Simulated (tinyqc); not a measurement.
Biaxially strained (001) channel, valley splitting in an inversion layer: two steps of the calculation.

A thin layer grown on a relaxed buffer is stretched in the plane. The two valleys with their long axis along the growth direction (D2) sink against the four in-plane ones (D4); confinement in a triangular well splits them too. Only the lowest subband of each set is kept; one relaxation time, so the weakening of intervalley scattering is left out.

Parameters, values chosen for the exercise; values close to those of silicon on relaxed silicon-germanium:
```
symbol   value   unit            meaning
T          300      K        temperature
ml       0.914     m0  longitudinal mass
mt       0.186     m0    transverse mass
Ns      6.7e11  cm^-2  inversion density
```

Constants: q = 1.602176634e-19 C, kB = 1.380649e-23 J/K, Vt = kB T/q. Results are converted to the units shown.

Task 1. Fermi level by Newton steps. f = N2 ln(1 + exp((EF - E2)/Vt)) + N4 ln(1 + exp((EF - E4)/Vt)) - Ns, f' = [N2/(1 + exp((E2 - EF)/Vt)) + N4/(1 + exp((E4 - EF)/Vt))]/Vt, EF(new) = EF - f/f'.

EF at the start = 0.124 eV
E2 = 0.12424856 eV
E4 = 0.31244455 eV
N2 = 4.0173001e12 cm^-2
N4 = 1.7810696e13 cm^-2

Wanted: f; f'; EF after iteration 1.

Result 1.

f = 2.1075e12 cm^-2
f' = 7.7795e13 cm^-2/eV
EF after iteration 1 = 0.096910 eV

Task 2. Share of the light valleys and conductivity mass. EF solves Ns = N2 ln(1 + exp((EF - E2)/Vt)) + N4 ln(1 + exp((EF - E4)/Vt)); f2 is the share in D2, and 1/mc = f2/mt + (1 - f2)(1/mt + 1/ml)/2.

EF = 0.080037944 eV
E2 = 0.12424856 eV
N2 = 4.0173001e12 cm^-2

Wanted: f2; mc.

Result 2.

f2 = 0.9967
mc = 0.1862 m0

Computed by the program tinyqc: `OMP_NUM_THREADS=1 python tinyqc.py 2530098 2530099 out.jsonl`, one thread of a shared Intel Xeon 2.30GHz, about 0.01 s for the whole run.
